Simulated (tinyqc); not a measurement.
Worked calculation: tight binding, honeycomb lattice. Computed by tinyqc, a small Python program that keeps every step. Settings: t1 = 1.78, t2 = 0, phi = 2.02, delta = 0, points = 7. Command: `OMP_NUM_THREADS=1 python tinyqc.py 26943 26944 out.jsonl` (the two numbers bound the seeds that draw the settings). One thread of a shared host (Intel(R) Xeon(R) Processor @ 2.60GHz), about 0.01 s of CPU time with the checks.

## Bloch Hamiltonian at k

Parameters chosen for this model:
```
parameter     value                        unit
t1         1.780000                 eV, nearest
t2                0       eV, second neighbours
phi        2.020000  rad, phase of t2 (Haldane)
delta             0          eV, +/- on A and B
```

k point k (fractions of the reciprocal vectors): -0.160000  0.330000

H_AB = -t1 (1 + exp(-i k.a1) + exp(-i k.a2)); H_AA = delta - 2 t2 sum cos(k.b + phi), H_BB = -delta - 2 t2 sum cos(k.b - phi), b = a1, a2 - a1, -a2.

H(k) at k (eV):
```
                     A                    B
A             0.000000  -1.876250+0.056922i
B  -1.876250-0.056922i             0.000000
```

## Levels at k

Diagonalise the Hermitian matrix.

eigenvalues (eV): -1.877113  1.877113

weights |c|^2 of the basis functions:
```
     band 1    band 2
A  0.500000  0.500000
B  0.500000  0.500000
```

## Bloch Hamiltonian at K

k point K (fractions of the reciprocal vectors): 0.333333  0.666667

As before.

H(k) at K (eV):
```
          A         B
A  0.000000  0.000000
B  0.000000  0.000000
```

## Levels at K

As before.

eigenvalues (eV): 0.000000  0.000000

## Bands along a path

The same steps at evenly spaced points between the labelled ones.

Bands along the path (eV):
```
k             band 1    band 2
G          -5.340000  5.340000
G-K 0.33   -4.507118  4.507118
G-K 0.67   -2.398188  2.398188
K                  0         0
K-M 0.33   -0.947118  0.947118
K-M 0.67   -1.565306  1.565306
M          -1.780000  1.780000
M-K' 0.33  -1.565306  1.565306
M-K' 0.67  -0.947118  0.947118
K'                 0         0
```

With 1 band(s) filled, the highest filled level on these points lies at K and the lowest empty one at K: the bands touch or overlap, so there is no gap.
